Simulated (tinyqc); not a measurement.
CMOS latch-up, two-transistor model: effect of the substrate resistance shunting the npn.

A parasitic pnp (emitter at Vdd, base shunted by Rw) and npn (emitter at ground, base shunted by Rs) feed each other: the npn collector current flows out of the pnp base node, the pnp collector current into the npn base node. Forward-active transistors with constant gains: Icn = Isn exp(Vn/Vt), Icp = Isp (exp(Vp/Vt) - 1). A current Ii is injected into the npn base node.

Node equations: Vp/Rw + Icp/bp = Icn and Vn/Rs + Icn/bn = Icp + Ii. Loop gain G = gn gp/[(1/Rw + gp/bp)(1/Rs + gn/bn)], gn = Icn/Vt, gp = (Icp + Isp)/Vt; the off state ends where G = 1, and Ii there is the trigger current. On state with both base-emitter voltages at Von: npn base current Ib = (Von/Rs + bp Von/Rw)/(bn bp - 1), holding current Ih = (bn + 1) Ib + Von/Rs, holding voltage Vh = Vsat + Von + R2 (Ib + Von/Rs).

Inputs (values chosen for the exercise); values close to those of bulk CMOS:
- T = 250 K (temperature)
- bn = 20.4 (current gain of the npn)
- bp = 0.6 (current gain of the pnp)
- Isn = 8.3e-19 A (saturation current of the npn at T)
- Isp = 1.6e-19 A (saturation current of the pnp at T)
- Rw = 3700 ohm (well resistance shunting the pnp)
- R2 = 510 ohm (resistance from the pnp collector to the npn base)
- Von = 0.75 V (base-emitter voltage in the on state)
- Vsat = 0.07 V (saturation voltage)
- Vdd = 1.2 V (supply voltage)

Constants: q = 1.602176634e-19 C, kB = 1.380649e-23 J/K, Vt = kB T/q. Results are converted to the units shown.

Results:
```
Rs (ohm)  Vn at trigger (V)  trigger current (mA)  Ih (mA)  Vh (V)
23                   0.7596                 32.21    94.92   18.94
44                   0.7457                 16.58    49.73   10.29
86                   0.7316                 8.371    25.56   5.669
170                  0.7186                 4.202    13.04   3.276
320                  0.7128                 2.230    7.038   2.127
620                  0.7112                 1.154    3.744   1.497
2300                 0.7100                0.3164    1.178   1.007
```

Estimate the missing row, Rs = 1200 ohm.

Computed row:
```
Rs (ohm)  Vn at trigger (V)  trigger current (mA)  Ih (mA)  Vh (V)
1200                 0.7105                0.5994    2.047   1.173
```

With this row back in the table: As Rs goes from 23 to 2300 ohm, the trigger current falls from 32.2 to 0.316 mA, Ih falls from 94.9 to 1.18 mA and Vh falls from 18.9 to 1.01 V. Vh exceeds the supply Vdd = 1.2 V, which then cannot sustain a latched state, in 6 of the 8 rows. The trigger current goes as Rs^(-1.00): most of it flows through the shunt. For Rs = 23 the holding current passes 50 mA, where high injection lowers the gains. For Rs = 23 Vn at the trigger exceeds the fixed Von of the on-state formulas, so Ih and Vh are too low there.

Program tinyqc, `OMP_NUM_THREADS=1 python tinyqc.py 2670043 2670044 out.jsonl`; Intel Xeon 2.30GHz, shared host, one thread, about 0.04 s.
